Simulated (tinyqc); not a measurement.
Coupled-perturbed Hartree-Fock on RHF in the sto-3g basis, for Li+, spin multiplicity 1, step by step. One step of it, computed by the program tinyqc.

Question. Iteration 1: building the Fock matrix. J_ij = sum D_kl (ij|kl), K_ij = sum D_kl (ik|jl); F = H + J - 0.5 K; E = tr D H + tr D J / 2 - 0.25 tr D K + E_nn.

D at the start, order 1Li 1s, 1Li 2s, 1Li 2px, 1Li 2py, 1Li 2pz:
$$\begin{pmatrix}
1.969590 & 0.059347 & 0.000000 & 0.000000 & 0.000000 \\
0.059347 & 0.001788 & 0.000000 & 0.000000 & 0.000000 \\
0.000000 & 0.000000 & 0.000000 & 0.000000 & 0.000000 \\
0.000000 & 0.000000 & 0.000000 & 0.000000 & 0.000000 \\
0.000000 & 0.000000 & 0.000000 & 0.000000 & 0.000000
\end{pmatrix}$$

core Hamiltonian H = T + V (hartree), order 1Li 1s, 1Li 2s, 1Li 2px, 1Li 2py, 1Li 2pz:
$$\begin{pmatrix}
-4.406095 & -0.984581 & 0.000000 & 0.000000 & 0.000000 \\
-0.984581 & -1.104759 & 0.000000 & 0.000000 & 0.000000 \\
0.000000 & 0.000000 & -0.877579 & 0.000000 & 0.000000 \\
0.000000 & 0.000000 & 0.000000 & -0.877579 & 0.000000 \\
0.000000 & 0.000000 & 0.000000 & 0.000000 & -0.877579
\end{pmatrix}$$

Two-electron integrals (ij|kl) in chemists' order, unique and non-zero (hartree):
```
(11|11) 1.680395   (21|11) 0.265420   (21|21) 0.049941   (22|11) 0.397727
(22|21) 0.092860   (22|22) 0.290562   (31|31) 0.008981   (32|31) 0.013788
(32|32) 0.064184   (33|11) 0.396640   (33|21) 0.092880   (33|22) 0.290497
(33|33) 0.312946   (41|41) 0.008981   (42|41) 0.013788   (42|42) 0.064184
(43|43) 0.016869   (44|11) 0.396640   (44|21) 0.092880   (44|22) 0.290497
(44|33) 0.279207   (44|44) 0.312946   (51|51) 0.008981   (52|51) 0.013788
(52|52) 0.064184   (53|53) 0.016869   (54|54) 0.016869   (55|11) 0.396640
(55|21) 0.092880   (55|22) 0.290497   (55|33) 0.279207   (55|44) 0.279207
(55|55) 0.312946
```

nuclear repulsion = 0 hartree

Give: Coulomb J; exchange K; Fock matrix F; total energy of this density.

Answer.

Coulomb J (hartree), order 1Li 1s, 1Li 2s, 1Li 2px, 1Li 2py, 1Li 2pz:
$$\begin{pmatrix}
3.342 & 0.529 & 0.000 & 0.000 & 0.000 \\
0.529 & 0.795 & 0.000 & 0.000 & 0.000 \\
0.000 & 0.000 & 0.793 & 0.000 & 0.000 \\
0.000 & 0.000 & 0.000 & 0.793 & 0.000 \\
0.000 & 0.000 & 0.000 & 0.000 & 0.793
\end{pmatrix}$$

exchange K (hartree), order 1Li 1s, 1Li 2s, 1Li 2px, 1Li 2py, 1Li 2pz:
$$\begin{pmatrix}
3.341 & 0.550 & 0.000 & 0.000 & 0.000 \\
0.550 & 0.110 & 0.000 & 0.000 & 0.000 \\
0.000 & 0.000 & 0.019 & 0.000 & 0.000 \\
0.000 & 0.000 & 0.000 & 0.019 & 0.000 \\
0.000 & 0.000 & 0.000 & 0.000 & 0.019
\end{pmatrix}$$

Fock matrix F (hartree), order 1Li 1s, 1Li 2s, 1Li 2px, 1Li 2py, 1Li 2pz:
$$\begin{pmatrix}
-2.735 & -0.730 & 0.000 & 0.000 & 0.000 \\
-0.730 & -0.365 & 0.000 & 0.000 & 0.000 \\
0.000 & 0.000 & -0.095 & 0.000 & 0.000 \\
0.000 & 0.000 & 0.000 & -0.095 & 0.000 \\
0.000 & 0.000 & 0.000 & 0.000 & -0.095
\end{pmatrix}$$

total energy of this density = -7.13545 hartree
